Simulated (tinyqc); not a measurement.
# MOS capacitor on a p-type substrate, surface potential from the exact charge relation: effect of the gate work function on threshold and swing

Uniform p-type substrate, Boltzmann statistics, full ionisation, classical densities. psi is the surface potential against the body (positive when the bands bend down) and u = psi/Vt. Traps are spread evenly over the gap and neutral at flat band, so their charge is -q Dit psi; the minority quasi-Fermi level is shifted by Vb.

ni = sqrt(Nc Nv) exp(-Eg/(2 Vt)), Eg in volts; phiF = Vt ln(N/ni); Cox = eps0 eox/tox; Vfb = phiM - chi - (Eg - Vt ln(Nv/N)) - q Nf/Cox; VT = Vfb + [(2 phiF + Vb)(1 + q Dit/Cox) + sqrt(2 eps0 eps_r q N (2 phiF + Vb))/Cox]. gamma = sqrt(2 eps0 eps_r q N)/Cox; Wm = sqrt(2 eps0 eps_r (2 phiF + Vb)/(q N)); m = 1 + (eps0 eps_r/Wm + q Dit)/Cox; swing m Vt ln 10; Cmin/Cox = 1/(1 + Cox Wm/(eps0 eps_r)).

Parameters, values chosen for the exercise; band and dielectric values close to those of silicon:
- T = 273 K (temperature)
- Eg = 1.11 eV (band gap)
- eps_r = 11.9 (relative permittivity)
- Nc = 2.4e19 cm^-3 (conduction-band density of states at T)
- Nv = 2.32e19 cm^-3 (valence-band density of states at T)
- chi = 4.08 eV (electron affinity)
- N = 1.3e18 cm^-3 (acceptor density of the substrate)
- eox = 25.3 (relative permittivity of the gate insulator (close to zirconium oxide))
- tox = 6.6 nm (insulator thickness)
- Nf = 4e10 cm^-2 (fixed charge at the interface, in units of q)
- Dit = 0 cm^-2 eV^-1 (density of interface traps)
- Vb = 0 V (reverse bias of the inversion layer against the body)

Constants: q = 1.602176634e-19 C, kB = 1.380649e-23 J/K, Vt = kB T/q, eps0 = 8.8541878128e-14 F/cm where lengths are in cm. Results are converted to the units shown.

The same in every row: 2 phiF (V) = 0.9736; gamma (V^0.5) = 0.1952; Wm (nm) = 31.39; m = 1.099; swing (mV/decade) = 59.53; Cmin/Cox = 0.09001.

Results:
```
phiM (eV)	Vfb (V)	VT (V)
4.08	-1.044	0.1221
4.28	-0.8441	0.3221
4.48	-0.6441	0.5221
4.68	-0.4441	0.7221
4.88	-0.2441	0.9221
5.28	0.1559	1.322
```

Estimate the missing row, phiM = 5.08 eV.

Computed row:
```
phiM (eV)	Vfb (V)	VT (V)
5.08	-0.04409	1.122
```

With this row back in the table: As phiM goes from 4.08 to 5.28, VT rises from 0.122 to 1.32 V, the swing stays at 59.5 mV/decade and Cmin/Cox stays at 0.0900. The whole change of VT is that of Vfb: the curve shifts rigidly.

Numbers from tinyqc (`OMP_NUM_THREADS=1 python tinyqc.py 2060080 2060081 out.jsonl`; about 0.01 s on one thread of a shared Intel Xeon 2.30GHz).
